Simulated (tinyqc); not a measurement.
Trap density from the barrier height.

Inverse problem. In a partly depleted grain with all boundary traps filled, 2 N W = Qt and VB = q N W^2/(2 eps0 eps_r). Find Qt, W and the doping at which VB would equal Vt.

Inputs (values chosen for the exercise):

| symbol | value | unit | meaning |
|---|---|---|---|
| T | 300 | K | temperature |
| eps_r | 11.7 |  | relative permittivity |

Constants: q = 1.602176634e-19 C, kB = 1.380649e-23 J/K, Vt = kB T/q, eps0 = 8.8541878128e-14 F/cm where lengths are in cm. Results are converted to the units shown.

doping = 5.5e17 cm^-3
barrier height = 0.14059929 V

Answer. Eliminating W gives VB = q Qt^2/(8 eps0 eps_r N), which falls as 1/N.

Qt = 2.00e12 cm^-2
W = 18.2 nm
doping for VB = Vt = 2.99e18 cm^-3

Numbers from tinyqc (`OMP_NUM_THREADS=1 python tinyqc.py 2830198 2830199 out.jsonl`; about 0.01 s on one thread of a shared Intel Xeon 2.30GHz).
